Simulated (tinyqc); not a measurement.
Diffused layer (Gaussian), carriers, mobility and sheet resistance with incomplete ionisation: one step of the calculation.

An n-type layer from the surface x = 0 to the junction xj, N(x) = N0 exp(-(x/Ld)^2). Local neutrality (no depletion at surface or junction, no spilling of carriers), intrinsic carriers neglected, Boltzmann statistics.

Task. Sheet quantities by the trapezoid rule. Dose = integral of N, carrier sheet density = integral of n, 1/Rs = q integral of n mu, mean mobility 1/(q Rs sheet density), Hall mobility (unit Hall factor) = integral of n mu^2 over integral of n mu, Hall sheet density = (integral of n mu)^2/integral of n mu^2; all from 0 to xj.

Constants: q = 1.602176634e-19 C. Results are converted to the units shown.

```
point     x (nm)     N (cm^-3)  n (1e17 cm^-3)  mu (cm^2/(V s))
0       0.000000        1.1e18       8.9229265        207.78392
1       7.506674  1.0445282e18       8.5404832        212.28937
2      15.013348  8.9434000e17       7.4777494        226.51008
3      22.520022  6.9046254e17       5.9640098        252.62615
4      30.026696  4.8065401e17       4.3056032        294.38774
5      37.533369  3.0170326e17       2.7934763        356.80196
6      45.040043  1.7075854e17       1.6182430        444.40624
7      52.546717  8.7144468e16       0.8321538        556.88170
8      60.053391  4.0100724e16       0.3761583        683.15936
9      67.560065  1.6638708e16       0.1447688        801.18302
10     75.066739  6.2250372e15       0.0411844        889.64072
11     82.573413        2.1e15       0.0000000        941.68230
```

Give: dose; carrier sheet density; Rs; mean mobility; Hall mobility; Hall sheet density.

Result.

dose = 3.2156e12 cm^-2
carrier sheet density = 2.7441e12 cm^-2
Rs = 8487.0 ohm/square
mean mobility = 268.00 cm^2/(V s)
Hall mobility = 301.04 cm^2/(V s)
Hall sheet density = 2.4429e12 cm^-2

Carriers make up 85.3 % of the dose. A Hall measurement weights the mobile tail, so its sheet density is 11 % below the true one.

Computed by the program tinyqc: `OMP_NUM_THREADS=1 python tinyqc.py 2110172 2110173 out.jsonl`, one thread of a shared Intel Xeon 2.30GHz, about 0.02 s for the whole run.
